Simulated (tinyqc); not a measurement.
Inside a calculation. Model: thermal and gravitational stress in a wafer during furnace and rapid thermal processing, and the onset of slip. Computed by tinyqc, a small Python program that keeps every step. Command: `OMP_NUM_THREADS=1 python tinyqc.py 3019408 3019409 out.jsonl slip walk`. One thread of a shared host (Intel(R) Xeon(R) Processor @ 2.30GHz), about 0.01 s of CPU time with the checks. Intermediate numbers are printed to about 7 digits and carried at full precision; extremes and crossings named in words are read from the listed rows.

A thin free disc in plane stress, isotropic; T(r) = T_centre + dT (r/R)^n with n = 2. Stress is positive in tension; sigma_SB = 5.670374419e-8 W/(m^2 K^4), g = 9.80665 m/s^2.

Inputs (values chosen for the exercise, modelled on silicon):
```
quantity                             value        unit
wafer radius R                         150          mm
thickness t                            775  micrometre
Young's modulus E                      157         GPa
Poisson ratio nu                      0.25           -
expansion alpha                       4.37      1e-6/K
edge less centre temperature dT       -7.5           K
temperature T                         1300           K
prefactor A of the critical stress  0.0004         MPa
energy U of the critical stress       1.01          eV
density rho                           2330      kg/m^3
heat capacity c                        985    J/(kg K)
conductivity k                        24.5     W/(m K)
wafer spacing s                         13          mm
ramp rate                              9.7       K/min
radius of the support ring over R     0.89           -
```

Temperature profile: parabolic.

Constants: k_B = 8.617333262e-05 eV/K.

## Thermal stress

With x = r/R: s_rr = alpha E dT (1 - x^n)/(n + 2), s_tt = alpha E dT [1 - (n + 1) x^n]/(n + 2).

Temperature and stresses at r/R = 0, 0.3, 0.5, 0.7, 0.8, 0.9, 0.95, 1:
```
r/R   T - T_centre (K)  s_rr (MPa)  s_tt (MPa)
0.00           0.00000   -1.286419   -1.286419
0.30          -0.67500   -1.170641   -0.939086
0.50          -1.87500   -0.964814   -0.321605
0.70          -3.67500   -0.656074    0.604617
0.80          -4.80000   -0.463111    1.183505
0.90          -6.07500   -0.244420    1.839579
0.95          -6.76875   -0.125426    2.196560
1.00          -7.50000    0.000000    2.572837
```

hoop stress at the edge = 2.572837 MPa

r/R where s_tt = 0 = 0.5773503

The cold edge is stretched; the edge stress is n times that at the centre in size.

## Resolved stress round the edge

At the edge the stress is uniaxial along the tangent d = (cos phi, sin phi, 0) of a (001) wafer; the Schmid factor is the largest |(d.n)(d.b)| over the twelve {111}<110> systems.

Schmid factor and resolved stress at phi = 0, 7.5, 15, 22.5, 30, 37.5 and 45 degrees from [100]:
```
phi from [100] (degrees)  Schmid factor  resolved stress (MPa)
0.0                           0.4082483               1.050357
7.5                           0.4541241               1.168388
15.0                          0.4829629               1.242585
22.5                          0.4927993               1.267892
30.0                          0.4829629               1.242585
37.5                          0.4541241               1.168388
45.0                          0.4082483               1.050357
```

The factor is 1/sqrt(6) = 0.408 along <100> and <110> and peaks at 0.4928 at 22.5 degrees, so slip, if any, starts at eight places between these directions.

## Slip criterion

Critical resolved stress tau_c = A exp(U/(k_B T)), a form chosen for the exercise; slip when 0.492799 |s_tt(R)| > tau_c; allowed |dT| = tau_c (n + 2)/(0.492799 n alpha E).

critical stress tau_c = 3.292911 MPa

resolved over critical stress = 0.3850370

allowed |dT| = 19.47865 K

No slip; the margin is a factor 2.6.

## Ramp rate in a batch furnace

In a stack heated from the rim, heat flows inward by conduction and by radiation between wafers: k_eff = k + (16/3) sigma_SB T^3 s^2/t (a diffusion estimate with the spacing as path length). A steady ramp gives the parabolic lag dT = rho c (ramp) R^2/(4 k_eff); the allowed ramp uses n = 2.

k_eff = 169.3857 W/(m K)

lag of the centre = 12.32135 K

allowed ramp rate = 15.33459 K/min

Radiation carries 86 % of the inward flow. The ramp is 0.63 of the allowed one.

## Gravity

Own weight q = rho g t on a ring of radius b R, x = r/R: moments of an edge-supported plate, M_r = q R^2 (3 + nu)(1 - x^2)/16 and M_t = q R^2 [(3 + nu) - (1 + 3 nu) x^2]/16, less the uniform moment inside the ring load, q R^2 [(1 - nu)(1 - b^2) - 2 (1 + nu) ln b]/8; stress at the lower face = 6 M/t^2.

stress at the centre = 0.5859604 MPa

radial stress at the ring = -0.05444067 MPa

hoop stress at the ring = 0.2411291 MPa

The largest of these is 0.089 tau_c when halved for shear. Point supports give far higher local stress than a ring.

## Position of the support ring

The formulas are those given above.

Stress at the lower face (MPa):
```
b         centre  radial at ring  hoop at ring  largest in size
0.40  -0.6446621      -0.7740197    -0.7143162        0.7740197
0.50  -0.3335277      -0.5356490    -0.4423622        0.5356490
0.60  -0.0657057      -0.3567604    -0.2224275        0.3567604
0.65   0.0571749      -0.2844100    -0.1267554        0.2844100
0.70   0.1745396      -0.2216181    -0.0387761        0.2216181
0.75   0.2874077      -0.1673652     0.0425300        0.2874077
0.80   0.3966011      -0.1208294     0.1179847        0.3966011
0.90   0.6065373      -0.0483356     0.2539134        0.6065373
1.00   0.8084851       0.0000000     0.3731470        0.8084851
```

Among these rows the largest stress is least, 0.222 MPa, for a ring at 0.7 R, 3.6 times below edge support: the overhang balances the sag of the centre. All values scale as R^2/t.

## Limits against temperature

The formulas are those given above.

For the parabolic profile:
```
T (K)  tau_c (MPa)  allowed |dT| (K)  k_eff (W/(m K))  allowed ramp (K/min)
1050      28.17388          166.6577         100.8420              78.10941
1125      13.38631           79.1844         118.3973              43.57305
1200       6.98029           41.2907         138.4565              26.57065
1275       3.92966           23.2452         161.1866              17.41403
1350       2.35809           13.9489         186.7545              12.10730
1425       1.49318            8.8327         215.3271               8.83949
1500       0.98972            5.8545         247.0713               6.72277
```

From 1050 to 1500 K the allowed difference falls 28 times and the allowed ramp 12 times; radiation, which grows as T^3, gives back a factor 2.45. Ramps must slow as the wafer gets hotter.

Checks made by the program: force balance: the hoop stress integrates to zero (added to the edge stress) (relative difference below 1e-10).
